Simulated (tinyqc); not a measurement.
# Junction parameters from two forward currents

Question. D(v) = J1 (exp(v/Vt) - 1) + J2 (exp(v/(2 Vt)) - 1). Find J1, J2 and the voltage 2 Vt ln(J2/J1) near which both parts are equal.

Parameters, values chosen for the exercise:
- T = 358 K (temperature)

Constants: q = 1.602176634e-19 C, kB = 1.380649e-23 J/K, Vt = kB T/q. Results are converted to the units shown.

junction voltages (V): [0.26, 0.68]
currents (uA/um): [1.1335315e-6, 0.0018247009]

Solution. The current is linear in J1 and J2, so two points give two equations.

J1 = 2.100e-13 uA/um
J2 = 1.700e-8 uA/um
crossover = 0.6973 V

Program tinyqc, `OMP_NUM_THREADS=1 python tinyqc.py 2182173 2182174 out.jsonl`; Intel Xeon 2.30GHz, shared host, one thread, about 0.2 s.
